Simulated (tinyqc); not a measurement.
Beam energy: resolution against speed: sputter depth profiling of a dopant layer: erosion rate, quantification and the mixing-roughness response. Computed by tinyqc, a small Python program. Command: `OMP_NUM_THREADS=1 python tinyqc.py 3028611 3028612 out.jsonl sims walk`. One thread of a shared host (Intel(R) Xeon(R) Processor @ 2.30GHz), about 0.06 s of CPU time with the checks.

A rastered ion beam erodes silicon (49.94 atoms per nm^3). The measured profile is the true one convolved with a depth response.

Inputs (values chosen for the exercise, modelled on a dopant in silicon under an oxygen or caesium beam):
```
quantity                               value    unit
beam energy E                            3.7     keV
beam current                              68      nA
raster side                              250      um
sputter yield at 1 keV                  0.94       -
mixing length at 1 keV                   1.2      nm
roughness sigma                          1.2      nm
depth of the top edge z0                  54      nm
box width b                              2.3      nm
box concentration C                  1.1e+19  1/cm^3
relative sensitivity factor RSF      4.8e+21  1/cm^3
matrix count rate                    1.5e+06     1/s
background count rate                    6.8     1/s
counting time per point                  0.5       s
level that defines the junction C_B    1e+16  1/cm^3
```

True profile: box.

Constants: e = 1.602176634e-19 C.

Method:
- Scaling chosen for the exercise: yield Y = Y1 E^0.5, mixing length w = w1 E^0.5 (E in keV).
- Erosion rate = Y I/(e x raster^2 x density); depth step = rate x counting time; concentration = RSF x counts/matrix counts; detection limit = RSF x 3 sqrt(background x time)/(matrix rate x time).
- Mixing alone turns a layer at z0 into (1/w) exp(-(z - z0 + w)/w) for z > z0 - w; roughness adds a Gaussian of width sigma. With x = z - z0 + w: g(x) = (1/(2w)) exp(sigma^2/(2 w^2) - x/w) erfc((sigma/w - x/sigma)/sqrt2), and its integral G(x) = (1/2) erfc(-x/(sigma sqrt2)) - w g(x). Measured: C [G(x) - G(x - b)].
- Width = full width at half maximum; the apparent junction is the deep point where the profile falls to C_B; time to profile to twice z0 = 2 z0/erosion rate, at fixed current.

erosion rate = 0.245866 nm/s

Measured values:
```
E (keV)  w (nm)  peak (1/cm^3)  width (nm)  apparent junction (nm)  time (min)
0.15     0.4648     6.9520e+18      3.4263                  60.614      36.360
0.25     0.6000     6.7796e+18      3.5011                  61.087      28.165
0.50     0.8485     6.4391e+18      3.6531                  62.184      19.915
1.00     1.2000     5.9613e+18      3.8824                  63.913      14.082
2.00     1.6971     5.3548e+18      4.2169                  66.406       9.958
4.00     2.4000     4.6554e+18      4.6993                  69.846       7.041
8.00     3.3941     3.9171e+18      5.3967                  74.481       4.979
```

From the highest to the lowest energy the width goes from 5.40 to 3.43 nm, towards the floor set by roughness and the box width 2.3 nm, and the junction error from 18.2 to 4.31 nm, at 7.3 times the time. Extrapolating the tail slope to zero energy separates mixing from real diffusion. Caution: the surface transient, segregation under the beam and the growth of roughness with depth are left out, and real yields fall faster near the sputter threshold.

Extremes, crossings and ranges named in words are read from the listed rows.
